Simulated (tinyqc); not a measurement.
Along the matched line: quaternary alloy A(x)B(1-x)C(y)D(1-y) matched to a substrate.

Q(x,y) = x y Q_AC + x (1 - y) Q_AD + (1 - x) y Q_BC + (1 - x)(1 - y) Q_BD for the lattice constant. Gap, rule 1: Q(x,y) - x (1 - x)[y C_ABC + (1 - y) C_ABD] - y (1 - y)[x C_ACD + (1 - x) C_BCD]. Rule 2 (mean of ternaries): {x (1 - x)[y T_ABC(x) + (1 - y) T_ABD(x)] + y (1 - y)[x T_ACD(y) + (1 - x) T_BCD(y)]}/{x (1 - x) + y (1 - y)}, T_ABC(x) = x E_AC + (1 - x) E_BC - C_ABC x (1 - x), T_ACD(y) = y E_AC + (1 - y) E_AD - C_ACD y (1 - y), and alike. Only the Gamma valley is followed.

Matching a(x,y) = a_s gives x = (a_s - y a_BC - (1 - y) a_BD)/(y (a_AC - a_BC) + (1 - y)(a_AD - a_BD)).
Constants: hc = 1239.841984 eV nm.

Values chosen for the exercise (AC, AD, BC, BD near GaAs, GaP, InAs and InP; substrate near GaAs; shifted at random, so the results belong to these values and not to a real crystal):
- a = (5.649, 5.446, 6.065, 5.873) angstrom (lattice constants of AC, AD, BC, BD)
- Eg = (1.515, 2.928, 0.421, 1.425) eV (gaps at Gamma of AC, AD, BC, BD)
- Cb = (0.461, 0.565, 0.169, 0.096) eV (bowing of ABC, ABD, ACD, BCD)
- a_s = 5.649 angstrom (substrate)

x follows from y.

Results:

| y | x | bilinear (eV) | rule 1 (eV) | rule 2 (eV) | wavelength 1 (nm) | wavelength 2 (nm) |
|---|---|---|---|---|---|---|
| 0.01 | 0.5292 | 2.2082 | 2.0664 | 2.0730 | 600 | 598 |
| 0.13 | 0.5850 | 2.1426 | 1.9931 | 2.0463 | 622 | 606 |
| 0.25 | 0.6411 | 2.0721 | 1.9213 | 1.9917 | 645 | 623 |
| 0.37 | 0.6976 | 1.9965 | 1.8511 | 1.9257 | 670 | 644 |
| 0.49 | 0.7544 | 1.9158 | 1.7828 | 1.8535 | 695 | 669 |
| 0.61 | 0.8116 | 1.8299 | 1.7163 | 1.7775 | 722 | 698 |
| 0.73 | 0.8692 | 1.7389 | 1.6519 | 1.6987 | 751 | 730 |
| 0.85 | 0.9271 | 1.6427 | 1.5896 | 1.6179 | 780 | 766 |
| 0.97 | 0.9854 | 1.5412 | 1.5296 | 1.5357 | 811 | 807 |

What does the comparison show, and why?

The matched alloys span 1.530 to 2.066 eV by rule 1, monotonically in y. Along the line dx/dy is +0.465 between the first two rows and +0.486 between the last two. In energy the two rules differ most at y = 0.37, by 75 meV (26 nm there), which measures how far the ternary data leave the interior open. Miscibility gaps are not considered.

(tinyqc, `OMP_NUM_THREADS=1 python tinyqc.py 1050233 1050234 out.jsonl`, Intel(R) Xeon(R) Processor @ 2.30GHz, 1 thread, shared host, about 0.01 s.)
